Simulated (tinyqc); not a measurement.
Inside a calculation. Method: Pariser-Parr-Pople SCF with singles CI, for the molecule Nc1cccccc1=O (SMILES; centres numbered as the heavy atoms are written). Computed by tinyqc, a small Python program that keeps every step. Settings: charge = 0, gamma = MN, start = huckel, damping = 0.5, iteration cap = 76, excitations kept = 6. Command: `OMP_NUM_THREADS=1 python tinyqc.py 25845 25846 out.jsonl` (the two numbers bound the seeds that draw the settings). One thread of a shared host (Intel(R) Xeon(R) Processor @ 2.60GHz), about 0.02 s of CPU time with the checks. Later iterations appear only in the table of the cycle.

## PPP integrals

Centres (angstrom, eV; a flat drawing with bonds scaled to 1.40 angstrom):
```
centre          x          y  core charge z          W   gamma_rr
1N      -2.112000  -1.307000              2  25.600000  16.800000
2C      -0.850000  -0.700000              1  11.160000  11.130000
3C       0.244000  -1.573000              1  11.160000  11.130000
4C       1.609000  -1.261000              1  11.160000  11.130000
5C       2.217000   0.000000              1  11.160000  11.130000
6C       1.609000   1.261000              1  11.160000  11.130000
7C       0.244000   1.573000              1  11.160000  11.130000
8C      -0.850000   0.700000              1  11.160000  11.130000
9O      -2.112000   1.307000              1  17.700000  15.200000
```

Resonance integrals (eV):
```
i  j       beta
1  2  -2.510000
2  3  -2.670000
3  4  -2.670000
4  5  -2.670000
5  6  -2.670000
6  7  -2.670000
7  8  -2.670000
8  9  -2.800000
8  2  -2.670000
```

Mataga-Nishimoto: gamma = 14.399645/(R + a), a = 2 x 14.399645/(gamma_rr + gamma_ss); H_rr = -W_r - sum_(s != r) z_s gamma_rs; H_rs = beta for bonds.

repulsion gamma_rs (eV):
```
           1N         2C         3C         4C         5C         6C         7C         8C
1N  16.800000   5.922090   4.232585   3.029968   2.593071   2.593485   3.030210   4.232794
2C   5.922090  11.130000   5.346273   3.773541   3.243428   3.243926   3.773156   5.345539
3C   4.232585   5.346273  11.130000   5.345136   3.772432   3.243627   3.243332   3.773156
4C   3.029968   3.773541   5.345136  11.130000   5.345691   3.773721   3.243627   3.243926
5C   2.593071   3.243428   3.772432   5.345691  11.130000   5.345691   3.772432   3.243428
6C   2.593485   3.243926   3.243627   3.773721   5.345691  11.130000   5.345136   3.773541
7C   3.030210   3.773156   3.243332   3.243627   3.772432   5.345136  11.130000   5.346273
8C   4.232794   5.345539   3.773156   3.243926   3.243428   3.773541   5.346273  11.130000
9O   4.097819   4.156243   2.990774   2.564544   2.564138   2.990539   4.156040   5.773315

           9O
1N   4.097819
2C   4.156243
3C   2.990774
4C   2.564544
5C   2.564138
6C   2.990539
7C   4.156040
8C   5.773315
9O  15.200000
```

core matrix H (eV):
```
            1N          2C          3C          4C          5C          6C          7C          8C
1N  -55.332022   -2.510000    0.000000    0.000000    0.000000    0.000000    0.000000    0.000000
2C   -2.510000  -51.886284   -2.670000    0.000000    0.000000    0.000000    0.000000   -2.670000
3C    0.000000   -2.670000  -47.339900   -2.670000    0.000000    0.000000    0.000000    0.000000
4C    0.000000    0.000000   -2.670000  -44.510121   -2.670000    0.000000    0.000000    0.000000
5C    0.000000    0.000000    0.000000   -2.670000  -43.633384   -2.670000    0.000000    0.000000
6C    0.000000    0.000000    0.000000    0.000000   -2.670000  -44.063151   -2.670000    0.000000
7C    0.000000    0.000000    0.000000    0.000000    0.000000   -2.670000  -46.100416   -2.670000
8C    0.000000   -2.670000    0.000000    0.000000    0.000000    0.000000   -2.670000  -50.124767
9O    0.000000    0.000000    0.000000    0.000000    0.000000    0.000000    0.000000   -2.800000

            9O
1N    0.000000
2C    0.000000
3C    0.000000
4C    0.000000
5C    0.000000
6C    0.000000
7C    0.000000
8C   -2.800000
9O  -51.091232
```

## Starting guess

pi electrons, sum of z_r less the charge = 10

Orbitals of the Hueckel matrix of the beta values.

P at the start:
```
           1N         2C         3C         4C         5C         6C         7C         8C
1N   1.303936   0.755357  -0.243418  -0.274848   0.264286   0.138557  -0.319358  -0.054558
2C   0.755357   0.986967   0.511140   0.022199  -0.144978  -0.058582   0.089354   0.362450
3C  -0.243418   0.511140   1.162516   0.682828  -0.157117  -0.207394   0.122154   0.075481
4C  -0.274848   0.022199   0.682828   0.983200   0.620412   0.023619  -0.221268  -0.058289
5C   0.264286  -0.144978  -0.157117   0.620412   1.163936   0.606538  -0.156823  -0.127715
6C   0.138557  -0.058582  -0.207394   0.023619   0.606538   0.983494   0.700091   0.021516
7C  -0.319358   0.089354   0.122154  -0.221268  -0.156823   0.700091   1.161833   0.481935
8C  -0.054558   0.362450   0.075481  -0.058289  -0.127715   0.021516   0.481935   0.988304
9O  -0.090846  -0.060861  -0.313851   0.140017   0.252724  -0.273951  -0.230161   0.779350

           9O
1N  -0.090846
2C  -0.060861
3C  -0.313851
4C   0.140017
5C   0.252724
6C  -0.273951
7C  -0.230161
8C   0.779350
9O   1.265814
```

## Iteration 1: Fock matrix

F_rr = H_rr + P_rr gamma_rr / 2 + sum_(s != r) P_ss gamma_rs; F_rs = H_rs - P_rs gamma_rs / 2; E = tr P (H + F) / 2 + core repulsion sum_(r<s) z_r z_s gamma_rs.

F (eV):
```
            1N         2C         3C         4C         5C         6C         7C         8C
1N  -12.174730  -4.746647   0.515143   0.416390  -0.342657  -0.179673   0.483861   0.115466
2C   -4.746647  -6.853164  -4.036346  -0.041885   0.235114   0.095019  -0.168574  -3.638746
3C    0.515143  -4.036346  -5.955589  -4.494903   0.296357   0.336355  -0.198092  -0.142400
4C    0.416390  -0.041885  -4.494903  -4.995316  -4.328264  -0.044566   0.358855   0.094542
5C   -0.342657   0.235114   0.296357  -4.328264  -4.840723  -4.291183   0.295803   0.207118
6C   -0.179673   0.095019   0.336355  -0.044566  -4.291183  -4.578462  -4.541040  -0.040596
7C    0.483861  -0.168574  -0.198092   0.358855   0.295803  -4.541040  -4.807781  -3.958277
8C    0.115466  -3.638746  -0.142400   0.094542   0.207118  -0.040596  -3.958277  -5.248092
9O    0.186135   0.126477   0.469329  -0.179540  -0.324010   0.409630   0.478278  -5.049717

           9O
1N   0.186135
2C   0.126477
3C   0.469329
4C  -0.179540
5C  -0.324010
6C   0.409630
7C   0.478278
8C  -5.049717
9O  -9.567308
```

pi energy = -144.971490 eV

## Iteration 1: orbitals and new P

Diagonalise F (the basis is taken as orthonormal) and form P = 2 sum c c over the lowest orbitals; 0.5 of the old P is kept.

orbital energies (eV): -15.944665  -13.491627  -12.220037  -10.419678  -8.493328  -2.369342  -1.508951  2.370772  3.055690

P after iteration 1:
```
           1N         2C         3C         4C         5C         6C         7C         8C
1N   1.514263   0.637815  -0.260041  -0.202975   0.236960   0.111203  -0.270142  -0.079171
2C   0.637815   0.959605   0.572344   0.047506  -0.206953  -0.084160   0.152970   0.390717
3C  -0.260041   0.572344   1.112726   0.658179  -0.089927  -0.209581   0.044744   0.102241
4C  -0.202975   0.047506   0.658179   0.955221   0.645939   0.058864  -0.245355  -0.099855
5C   0.236960  -0.206953  -0.089927   0.645939   1.083104   0.604553  -0.079458  -0.152051
6C   0.111203  -0.084160  -0.209581   0.058864   0.604553   0.949119   0.702354   0.075448
7C  -0.270142   0.152970   0.044744  -0.245355  -0.079458   0.702354   1.083487   0.503468
8C  -0.079171   0.390717   0.102241  -0.099855  -0.152051   0.075448   0.503468   0.914575
9O  -0.045452  -0.083387  -0.272770   0.138073   0.224003  -0.241430  -0.235988   0.716873

           9O
1N  -0.045452
2C  -0.083387
3C  -0.272770
4C   0.138073
5C   0.224003
6C  -0.241430
7C  -0.235988
8C   0.716873
9O   1.427901
```

## Iteration 2: Fock matrix

As before.

F (eV):
```
            1N         2C         3C         4C         5C         6C         7C         8C
1N  -11.049584  -4.398599   0.550323   0.307504  -0.307227  -0.144202   0.409294   0.167557
2C   -4.398599  -6.521378  -4.199954  -0.089633   0.335619   0.136505  -0.288591  -3.714296
3C    0.550323  -4.199954  -6.102247  -4.429028   0.169622   0.339902  -0.072560  -0.192886
4C    0.307504  -0.089633  -4.429028  -5.522568  -4.396496  -0.111068   0.397921   0.161961
5C   -0.307227   0.335619   0.169622  -4.396496  -5.474140  -4.285878   0.149875   0.246584
6C   -0.144202   0.136505   0.339902  -0.111068  -4.285878  -5.224491  -4.547088  -0.142354
7C    0.409294  -0.288591  -0.072560   0.397921   0.149875  -4.547088  -5.171131  -4.015838
8C    0.167557  -3.714296  -0.192886   0.161961   0.246584  -0.142354  -4.015838  -5.067986
9O    0.093128   0.173288   0.407896  -0.177048  -0.287187   0.361003   0.490387  -4.869365

           9O
1N   0.093128
2C   0.173288
3C   0.407896
4C  -0.177048
5C  -0.287187
6C   0.361003
7C   0.490387
8C  -4.869365
9O  -8.869289
```

pi energy = -145.991559 eV

## Iteration 2: orbitals and new P

As before.

orbital energies (eV): -15.263783  -12.939132  -12.475496  -10.660170  -8.535412  -2.261795  -1.670689  2.112575  2.691088

P after iteration 2:
```
           1N         2C         3C         4C         5C         6C         7C         8C
1N   1.616770   0.582627  -0.270090  -0.166814   0.222681   0.094479  -0.245813  -0.090496
2C   0.582627   0.943551   0.603397   0.059969  -0.236299  -0.092287   0.187107   0.400100
3C  -0.270090   0.603397   1.089501   0.642451  -0.061460  -0.210837   0.012089   0.118462
4C  -0.166814   0.059969   0.642451   0.945543   0.662439   0.069416  -0.261864  -0.116243
5C   0.222681  -0.236299  -0.061460   0.662439   1.049745   0.600924  -0.044859  -0.161543
6C   0.094479  -0.092287  -0.210837   0.069416   0.600924   0.938093   0.707696   0.099921
7C  -0.245813   0.187107   0.012089  -0.261864  -0.044859   0.707696   1.043019   0.507562
8C  -0.090496   0.400100   0.118462  -0.116243  -0.161543   0.099921   0.507562   0.876244
9O  -0.022389  -0.095320  -0.255955   0.136777   0.208915  -0.228552  -0.233919   0.695124

           9O
1N  -0.022389
2C  -0.095320
3C  -0.255955
4C   0.136777
5C   0.208915
6C  -0.228552
7C  -0.233919
8C   0.695124
9O   1.497534
```

## Iteration 3: Fock matrix

As before.

F (eV):
```
            1N         2C         3C         4C         5C         6C         7C         8C
1N  -10.525845  -4.235184   0.571589   0.252720  -0.288713  -0.122515   0.372433   0.191526
2C   -4.235184  -6.376490  -4.282962  -0.113148   0.383210   0.149686  -0.352992  -3.739375
3C    0.571589  -4.282962  -6.164410  -4.386994   0.115926   0.341939  -0.019605  -0.223488
4C    0.252720  -0.113148  -4.386994  -5.747514  -4.440596  -0.130978   0.424695   0.188541
5C   -0.288713   0.383210   0.115926  -4.440596  -5.742772  -4.276177   0.084613   0.261977
6C   -0.122515   0.149686   0.341939  -0.130978  -4.276177  -5.514969  -4.561366  -0.188528
7C    0.372433  -0.352992  -0.019605   0.424695   0.084613  -4.561366  -5.353318  -4.026781
8C    0.191526  -3.739375  -0.223488   0.188541   0.261977  -0.188528  -4.026781  -5.016391
9O    0.045873   0.198087   0.382752  -0.175385  -0.267843   0.341747   0.486088  -4.806586

           9O
1N   0.045873
2C   0.198087
3C   0.382752
4C  -0.175385
5C  -0.267843
6C   0.341747
7C   0.486088
8C  -4.806586
9O  -8.589019
```

pi energy = -146.458413 eV

## Iteration 3: orbitals and new P

As before.

orbital energies (eV): -15.070987  -12.877873  -12.445171  -10.669319  -8.531646  -2.230162  -1.744901  1.931415  2.607917

P after iteration 3:
```
           1N         2C         3C         4C         5C         6C         7C         8C
1N   1.667241   0.556211  -0.276814  -0.147804   0.215009   0.084366  -0.233061  -0.095701
2C   0.556211   0.935359   0.619906   0.065762  -0.250237  -0.094069   0.205007   0.402040
3C  -0.276814   0.619906   1.078659   0.631782  -0.049276  -0.211118  -0.001582   0.128191
4C  -0.147804   0.065762   0.631782   0.942922   0.673468   0.071172  -0.272579  -0.122136
5C   0.215009  -0.250237  -0.049276   0.673468   1.035824   0.596922  -0.028932  -0.164822
6C   0.084366  -0.094069  -0.211118   0.071172   0.596922   0.935609   0.713193   0.110616
7C  -0.233061   0.205007  -0.001582  -0.272579  -0.028932   0.713193   1.021835   0.505741
8C  -0.095701   0.402040   0.128191  -0.122136  -0.164822   0.110616   0.505741   0.856556
9O  -0.010161  -0.102447  -0.249305   0.136295   0.200439  -0.223859  -0.229509   0.689499

           9O
1N  -0.010161
2C  -0.102447
3C  -0.249305
4C   0.136295
5C   0.200439
6C  -0.223859
7C  -0.229509
8C   0.689499
9O   1.525997
```

## Convergence

Stop when output and input P, before any damping, agree to 1e-7.

Course of the cycle:
```
iteration         E (eV)  largest |P(out) - P(in)|
1          -144.97149003                  4.21e-01
2          -145.99155942                  2.05e-01
3          -146.45841293                  1.01e-01
4          -146.68569849                  5.05e-02
5          -146.79956475                  2.57e-02
6          -146.85734761                  1.35e-02
7          -146.88685379                  7.34e-03
8          -146.90197813                  4.79e-03
9          -146.90975498                  3.67e-03
10         -146.91376669                  2.81e-03
11         -146.91584363                  2.16e-03
...                  ...                       ...
40         -146.91812027                  1.24e-06
41         -146.91812027                  9.61e-07
42         -146.91812027                  7.44e-07
43         -146.91812027                  5.77e-07
44         -146.91812027                  4.47e-07
45         -146.91812027                  3.46e-07
46         -146.91812027                  2.68e-07
47         -146.91812027                  2.07e-07
48         -146.91812027                  1.61e-07
49         -146.91812027                  1.24e-07
50         -146.91812027                  9.64e-08
```

Converged in 50 iterations.

## Converged orbitals

Charges are z - P_rr.

orbital energies (eV): -14.972053  -12.866963  -12.427604  -10.591509  -8.556243  -2.179157  -1.809214  1.795829  2.515660

coefficients:
```
         MO1        MO2        MO3        MO4        MO5        MO6        MO7        MO8
1N  0.353335  -0.420714  -0.300917   0.538613   0.422279   0.303897   0.113025   0.104719
2C  0.519908  -0.301581  -0.196848   0.004897  -0.259065  -0.488983  -0.178235  -0.267116
3C  0.349271   0.059830  -0.368146  -0.390712  -0.346828   0.042023   0.483907   0.412199
4C  0.251827   0.385553  -0.352527  -0.319282   0.187588   0.479804  -0.199141  -0.501525
5C  0.204560   0.536450  -0.134102   0.088967   0.395579  -0.345248  -0.315928   0.509610
6C  0.217479   0.465610   0.168021   0.418246  -0.051648  -0.272990   0.455302  -0.417363
7C  0.273514   0.215306   0.360893   0.302784  -0.394349   0.491440  -0.017928   0.249624
8C  0.430207  -0.113636   0.433319  -0.143599  -0.096736   0.029405  -0.466412   0.006261
9O  0.265356  -0.126399   0.496658  -0.400164   0.524469  -0.021588   0.395806  -0.000918

          MO9
1N   0.151937
2C  -0.436615
3C   0.245179
4C  -0.071624
5C  -0.096363
6C   0.272150
7C  -0.444133
8C   0.604831
9O  -0.273153
```

pi charges: 1N 0.278358, 2C 0.065713, 3C -0.068095, 4C 0.053053, 5C -0.024009, 6C 0.060163, 7C 0.002802, 8C 0.168530, 9O -0.536517

## Singles CI, singlets

Over the 6 single excitations with the smallest orbital gaps: A = (e_a - e_i) delta + 2 (ia|jb) - (ij|ab), with (pq|rs) = sum c_mp c_mq gamma_mn c_nr c_ns. f = 2/3 w |mu|^2 in atomic units, mu = sqrt2 sum c_ia sum_m c_mi c_ma R_m.

singlet CI matrix (eV):
```
           5>6        5>7        4>6        4>7        3>6        5>8
5>6   3.570455   0.189656   0.172422  -0.276632  -0.422788  -0.192492
5>7   0.189656   4.271495   0.686996  -0.207575   0.246134  -0.055155
4>6   0.172422   0.686996   5.455659  -0.201664   0.109192   0.067439
4>7  -0.276632  -0.207575  -0.201664   5.731822   0.111707   0.043323
3>6  -0.422788   0.246134   0.109192   0.111707   6.896457  -0.027055
5>8  -0.192492  -0.055155   0.067439   0.043323  -0.027055   7.207708
```

singlet excitation energies (eV): 3.432735  3.959224  5.451909  6.076124  6.990942  7.222664

oscillator strengths: 0.289351  0.325253  0.253011  1.640873  0.541489  0.062626

## Singles CI, triplets

Over the 6 single excitations with the smallest orbital gaps: A = (e_a - e_i) delta - (ij|ab), with (pq|rs) = sum c_mp c_mq gamma_mn c_nr c_ns.

triplet CI matrix (eV):
```
           5>6        5>7        4>6        4>7        3>6        5>8
5>6   1.764911  -0.200356  -0.120846  -0.294859   0.485070  -0.214391
5>7  -0.200356   1.977124  -0.294859   0.197959  -0.026777  -0.152241
4>6  -0.120846  -0.294859   3.751466  -0.022928  -0.341204   0.008247
4>7  -0.294859   0.197959  -0.022928   4.062627   0.233559  -0.389579
3>6   0.485070  -0.026777  -0.341204   0.233559   5.686686  -0.083085
5>8  -0.214391  -0.152241   0.008247  -0.389579  -0.083085   6.072787
```

triplet excitation energies (eV): 1.550844  1.996788  3.741804  4.044980  5.771187  6.209999
